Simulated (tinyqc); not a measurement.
Non-radiative capture by multiphonon emission, one effective mode. The energy-gap law. Computed by tinyqc, a small Python program. Command: `OMP_NUM_THREADS=1 python tinyqc.py 3012175 3012176 out.jsonl capture sweep`. One thread of a shared host (Intel(R) Xeon(R) Processor @ 2.30GHz), about 0.07 s of CPU time with the checks.

The initial state (free carrier plus empty centre) lies dE above the final state; both have the same frequency and are displaced by dQ.

Inputs (values chosen for the exercise, with mass, screening and phonons like those of GaN):
```
quantity,value,unit
phonon energy hbar omega,38.1,meV
Huang-Rhys factor S,11.6,-
electron-phonon coupling W,0.015,eV/(u^(1/2) angstrom)
cell volume V,1480,angstrom^3
degeneracy g,4,-
broadening b,33,meV
carrier mass m,0.2,m_0
dielectric constant eps,9.19,-
temperature T,300,K
defect density N_t,3e+15,cm^-3
```

Centre: repulsive.

Constants: hbar^2/u = 4.18015928e-03 eV angstrom^2; k_B = 8.617333262e-05 eV/K; hbar = 6.582119569e-16 eV s; Ry = 13.605693123 eV; k_B = 1.380649e-23 J/K; m_0 = 9.1093837015e-31 kg.

Method:
- dQ = sqrt(2 S (hbar^2/u)/hbar omega); relaxation energy lambda = S hbar omega; phonons needed P = dE/hbar omega; classical barrier E_b = (dE - lambda)^2/(4 lambda); occupation n = 1/(exp(hbar omega/k_B T) - 1).
- Huang-Rhys weight for a net emission of p phonons: L_p = exp(-S (2n + 1)) ((n + 1)/n)^(p/2) I_p(2 S sqrt(n (n + 1))), I_p the modified Bessel function.
- M_p = sum_m w_m <m_i|Q|(m + p)_f>^2 with Q counted from the final minimum and Boltzmann weights w_m for m = 0..24; <m_i|Q|k_f> = sqrt((hbar^2/u)/(2 hbar omega)) [sqrt(k) <m|k-1> + sqrt(k+1) <m|k+1>], with overlaps of oscillators displaced by d = sqrt(2 S) summed on 1500 points from -16 to 16 + d.
- The delta function is a Gaussian of standard deviation b at dE - p hbar omega.
- C_0 = V (2 pi/hbar) g W^2 sum_p M_p Gaussian_p. The sum runs over the seven p from round(P) - 3 to round(P) + 3; 1 angstrom^3 = 1e-24 cm^3.
- Sommerfeld factor of a repulsive centre: s(k) = 2 pi nu/(exp(2 pi nu) - 1), nu = sqrt(Ry*/E), Ry* = Ry m/eps^2, averaged over (2/sqrt(pi)) sqrt(x) exp(-x) dx with x = E/k_B T = t^2 (trapezoid, t to 6 in steps of 0.01).
- C = s C_0; v = sqrt(3 k_B T/m); sigma = C/v; tau = 1/(C N_t).

One run for each value:
```
energy released dE (eV),capture coefficient C (cm^3/s),classical barrier E_b (eV),P
0.344,1.412e-09,5.428e-03,9.03
0.533,2.035e-09,4.688e-03,13.99
0.628,1.501e-09,1.958e-02,16.48
0.722,8.343e-10,4.436e-02,18.95
0.817,3.536e-10,7.956e-02,21.44
0.912,1.172e-10,1.250e-01,23.94
1.010,2.956e-11,1.825e-01,26.51
1.100,6.856e-12,2.449e-01,28.87
```

Give the missing row, energy released dE (eV) = 0.439.

Computed row:
```
energy released dE (eV)  capture coefficient C (cm^3/s)  classical barrier E_b (eV)      P
0.439                                         2.014e-09                   4.956e-06  11.52
```

Interpolating between the two neighbouring rows (linearly) misses most in classical barrier E_b (eV), by a factor of 1000. Over the rows, capture coefficient C (cm^3/s) goes from 1.41e-9 through a maximum among these rows, 2.04e-9 at 0.533, to 6.86e-12; classical barrier E_b (eV) goes from 0.00543 through a minimum among these rows, 4.96e-6 at 0.439, to 0.245; P rises from 9.03 to 28.9 (exponent d ln y / d ln x about 1.00 throughout). ln C changes by -0.62 for each added phonon at the high end; the slope is still steepening, and becomes nearly constant only for P well above S. The maximum lies somewhat above dE = S hbar omega, where the barrier vanishes, because the matrix element of Q grows with dE.

Caution (rows 1.01, 1.10): the largest term is not the one nearest energy conservation, so C_0 depends strongly on the broadening b.

Extremes, crossings and ranges named in words are read from the listed rows.
